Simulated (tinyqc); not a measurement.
Worked calculation: band offset from the macroscopic average of a supercell potential. Values are carried at full precision from step to step, so a last printed digit may differ when a step is redone from the rounded ones.

A model of the planar-averaged electrostatic energy of an electron in a periodic cell of N1 periods of A (L1 = N1 n1 h) and N2 periods of B (L2 = N2 n2 h), on z_j = j h: V(z) = f VA + (1 - f) VB + F t(z), VA = V1[0] + V1[1] cos(2 pi z/(n1 h)) + V1[2] cos(4 pi z/(n1 h)), VB the same with V2, n2 and z - L1. f = [tanh(z/w) - tanh((z - L1)/w) + tanh((z - L1 - L2)/w)]/2 + 1/2; t(z) = z - L1/2 in A and (L1/L2)(L1 + L2/2 - z) beyond, so that the cell is periodic.

Constants: e^2/(4 pi eps0) = 14.39964547 eV angstrom.

Parameters, chosen for this exercise (gaps near those of Si and Ge; not measured data): h = 0.25 angstrom (grid step); n1 = 7 (grid points per period of A); n2 = 6 (grid points per period of B); N1 = 5 (periods of A); N2 = 4 (periods of B); V1 = (-6.62, 1.02, -0.31) eV (mean and two harmonics of the potential in A); V2 = (-8.11, 2.39, 0.18) eV (the same in B); w = 0.41 angstrom (width of the interfaces); F = 0 eV/angstrom (slope in A from opposite charges on the two interfaces); Ev1 = 7.28 eV (valence top of bulk A above its mean potential); Eg1 = (0.62, 1.18) eV (gap of A: semi-local value, corrected value); fv1 = 0.27 (share of the correction that lowers the valence top of A); Ev2 = 9.59 eV (valence top of bulk B above its mean potential); Eg2 = (0.1, 0.71) eV (gap of B: semi-local value, corrected value); fv2 = 0.69 (the same share for B); eps = 13.3 (dielectric constant at the interface).

## The planar average

Evaluate V on the grid, j = 0, 1, ...

V(z_j) (eV): [-6.457, -6.709, -6.869, -7.774, -7.727, -6.565, -5.916, -5.911, -5.915, -6.568, -7.732, -7.732, -6.568, -5.915, -5.910, -5.915, -6.568, -7.732, -7.732, -6.568, -5.915, -5.910, -5.915, -6.568, -7.732, -7.732, -6.568, -5.915, -5.910, -5.915, -6.569, -7.745, -7.797, -6.795, -6.164, -5.725, -6.756, -9.168, -10.255, -9.382, -7.004, -5.540, -7.005, -9.395, -10.320, -9.395, -7.005, -5.540, -7.005, -9.395, -10.320, -9.395, -7.005, -5.541, -7.004, -9.369, -10.209, -9.116, -6.905]

## Running means

Running mean over n points, periodic: for odd n the plain mean of the n points centred on j; for even n the n + 1 points with half weight at both ends. The macroscopic average applies the mean over n1 points and then over n2 points.

Apply the first mean, then the second.

after the mean over n1 points (eV): [-7.720, -7.365, -7.001, -6.860, -6.781, -6.668, -6.625, -6.619, -6.620, -6.620, -6.620, -6.620, -6.620, -6.620, -6.620, -6.620, -6.620, -6.620, -6.620, -6.620, -6.620, -6.620, -6.620, -6.620, -6.620, -6.620, -6.620, -6.620, -6.622, -6.631, -6.664, -6.699, -6.673, -6.793, -7.164, -7.523, -7.749, -7.779, -7.690, -7.873, -8.250, -8.414, -8.292, -7.952, -7.743, -7.952, -8.294, -8.426, -8.294, -7.952, -7.743, -7.952, -8.290, -8.406, -8.234, -7.879, -7.800, -7.967, -7.948]

macroscopic average (eV): [-7.555, -7.378, -7.172, -6.975, -6.821, -6.727, -6.676, -6.642, -6.625, -6.620, -6.620, -6.620, -6.620, -6.620, -6.620, -6.620, -6.620, -6.620, -6.620, -6.620, -6.620, -6.620, -6.620, -6.620, -6.620, -6.620, -6.621, -6.626, -6.636, -6.647, -6.666, -6.725, -6.845, -7.010, -7.190, -7.365, -7.540, -7.720, -7.885, -8.005, -8.064, -8.083, -8.094, -8.104, -8.109, -8.110, -8.110, -8.110, -8.110, -8.110, -8.108, -8.101, -8.090, -8.089, -8.095, -8.067, -7.982, -7.852, -7.707]

Around the middle of B the first mean varies by 474 meV over five points and the second by 0 meV: one window removes only the period it matches.

## The potential line-up

Read the macroscopic average in the middle of each region, j = 17 and j = 47, and its slope in A by a central difference over two points each way.

plateau in A = -6.620 eV
plateau in B = -8.110 eV
dV = B - A = -1.490 eV
slope in A = 0.000 eV/angstrom

The plateaus are flat, so the line-up is well defined.

## Band offsets

dEv = Ev(A) - Ev(B) = Ev1 - (dV + Ev2); dEc = Ec(B) - Ec(A) = Eg2 - Eg1 - dEv. The correction of a gap, c = Eg[1] - Eg[0], lowers the valence top by fv c and leaves dV, a ground-state quantity, as it is. Type I: dEv and dEc of one sign; II: opposite signs; III: no overlap of the gaps.

Give the offsets with semi-local and with corrected band edges.

dEv, dEc, semi-local (eV): [-0.820, 0.300]

lowering of the valence tops of A and B (eV): [0.151, 0.421]

dEv, dEc, corrected (eV): [-0.550, 0.080]

The correction moves dEv by +0.27 eV and dEc by -0.22 eV; the type changes from III to II.

## The dipole behind the step

A step dV of the mean electron energy from A to B across an interface equals 4 pi (e^2/4 pi eps0) times a dipole per area p (in e angstrom per angstrom^2). For a change of 0.1 eV in dV, give the charge per area moved over 2 angstrom in a medium of dielectric constant eps: sigma = 0.1 eps/(4 pi (e^2/4 pi eps0) 2). 1 angstrom^-2 = 1e16 cm^-2.

|p| = 0.00823 e/angstrom
sigma = 3.68e+13 e/cm^2

With about 7e14 atoms per cm^2 in a plane (as on a silicon (100) face), 5.3 % of an electron per atom shifts the line-up by 0.1 eV.

## Checks

- Line-up in a cell of 14 + 14 periods without slope against V2[0] - V1[0] (eV): both -1.4900.

tinyqc: `OMP_NUM_THREADS=1 python tinyqc.py 1880986 1880987 out.jsonl`; about 0.01 s, one thread, shared Intel(R) Xeon(R) Processor @ 2.30GHz.
